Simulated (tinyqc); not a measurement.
Global model of a low-pressure process discharge: electron temperature, density, ion flux and ion energy: one step, computed by the program tinyqc.

Maxwellian electrons with temperature T_e in eV, one positive ion, no negative ions, uniform bulk density n; rate constants have the Arrhenius form.

Problem. Electron temperature. Particle balance: K0 exp(-E_iz/T_e) n_g d_eff = u_B, u_B = sqrt(e T_e/M). Root found by bracketing.

Inputs (values chosen for the exercise, of the order of those of an inductive discharge in a simple atomic gas): ion mass M = 32 u; ionisation prefactor K0 = 3.3e-14 m^3/s; ionisation energy E_iz = 13 eV; gas temperature T_g = 600 K.

gas density n_g = 5.311512e+19 1/m^3

d_eff = 17.38612 cm

Constants: e = 1.602176634e-19 C; u = 1.6605390666e-27 kg.

Give: T_e; Bohm velocity u_B; K_iz.

Solution.

T_e = 2.7933 eV

Bohm velocity u_B = 2902.1 m/s

K_iz = 3.1426e-16 m^3/s
